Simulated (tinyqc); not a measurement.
Gas flow in a process chamber: flow regimes, conductance, effective pumping speed, pump-down, outgassing and purge. From one set of inputs to another, one input at a time. Computed by tinyqc, a small Python program. Command: `OMP_NUM_THREADS=1 python tinyqc.py 3120559 3120560 out.jsonl pump ladder`. One thread of a shared host (Intel(R) Xeon(R) Processor @ 2.30GHz), about 0.01 s of CPU time with the checks.

Ideal gas, isothermal flow, a pump of constant speed at the end of a round pipe; process gas, volume gas and outgassing are given the same properties. 1 sccm = 101325 Pa x 1e-6 m^3/60 s x T/273.15 K.

The inputs printed are set A. Set A is modelled on nitrogen near room temperature; the values taken over come from a set modelled on hydrogen near room temperature. Inputs not listed in the table keep their values of set A, so the rows need not describe a real material.

Inputs (values chosen for the exercise, modelled on nitrogen near room temperature):

| quantity | value | unit |
|---|---|---|
| molar mass M | 28.01 | g/mol |
| molecular diameter | 0.37 | nm |
| viscosity eta | 17.8 | micropascal s |
| temperature T | 293 | K |
| chamber volume V | 23 | L |
| wall area | 4 | m^2 |
| pipe diameter d | 10 | cm |
| pipe length l | 17 | cm |
| pump speed S | 53 | L/s |
| process gas flow | 770 | sccm |
| outgassing rate after 1 h | 4.2e-06 | Pa m^3/(s m^2) |
| outgassing exponent n | 1.1 | - |
| target base pressure | 2e-05 | Pa |

Constants: k_B = 1.380649e-23 J/K; u = 1.6605390666e-27 kg.

Method:
- Mean speed c = sqrt(8 k_B T/(pi m)); aperture conductance C_a = c pi d^2/16; molecular pipe C_m = C_a/(1 + 3 l/(4 d)) (Dushman form); viscous pipe C_v = pi d^4 p_mean/(128 eta l); Knudsen interpolation C = C_v + C_m (1 + x)/(1 + 1.24 x), x = d p_mean sqrt(m/(k_B T))/eta.
- Effective speed 1/S_eff = 1/S + 1/C_m; time constant V/S_eff; pressure at which the free path k_B T/(sqrt2 pi d_m^2 p) equals d.
- Steady flow: the pump inlet is at p_2 = Q/S, and the chamber pressure p_1 solves Q = C((p_1 + p_2)/2) (p_1 - p_2). Residence time = p_1 V/Q.
- Knudsen number = free path at the mean pressure over d.
- From the outgassing limit: t = 1 h x (q_1 A/(S_eff p_target))^(1/n) - 10 s; monolayer time at the target = 1e19 m^-2 x 4 k_B T/(p c) for unit sticking.

Each row keeps all changes above it:

| input moved | from | to | S_eff in molecular flow (L/s) | residence time (s) | time to the target (h) |
|---|---|---|---|---|---|
| set A | - | - | 46.883 | 0.4350 | 13.78 |
| pump speed S (L/s) | 53 | 9.9 | 9.664 | 2.3234 | 57.92 |
| outgassing exponent n | 1.1 | 0.92 | 9.664 | 2.3234 | 128.15 |
| pipe length l (cm) | 17 | 160 | 8.690 | 2.3251 | 143.85 |
| molar mass M (g/mol) | 28.01 | 2.016 | 9.543 | 2.3251 | 129.92 |
| pipe diameter d (cm) | 10 | 2.5 | 3.043 | 2.7397 | 450.03 |
| wall area (m^2) | 4 | 3.6 | 3.043 | 2.7397 | 401.33 |
| chamber volume V (L) | 23 | 20 | 3.043 | 2.3823 | 401.33 |

S_eff in molecular flow goes from 46.9 to 3.04, a factor 0.0649 in all. The largest single move comes from pump speed S (a factor 0.206). Residence time goes from 0.435 to 2.38, a factor 5.48 in all. The largest single move comes from pump speed S (a factor 5.34). Time to the target goes from 13.8 to 401, a factor 29.1 in all. The largest single move comes from pump speed S (a factor 4.20). The single moves hold for this order of the switches; the total does not depend on the order.

Caution (rows outgassing exponent n, pipe length l, molar mass M, pipe diameter d, wall area, chamber volume V): beyond some 100 h the power law gives way to slower sources such as permeation and bulk diffusion; baking is the usual remedy.

Extremes, crossings and ranges named in words are read from the listed rows.
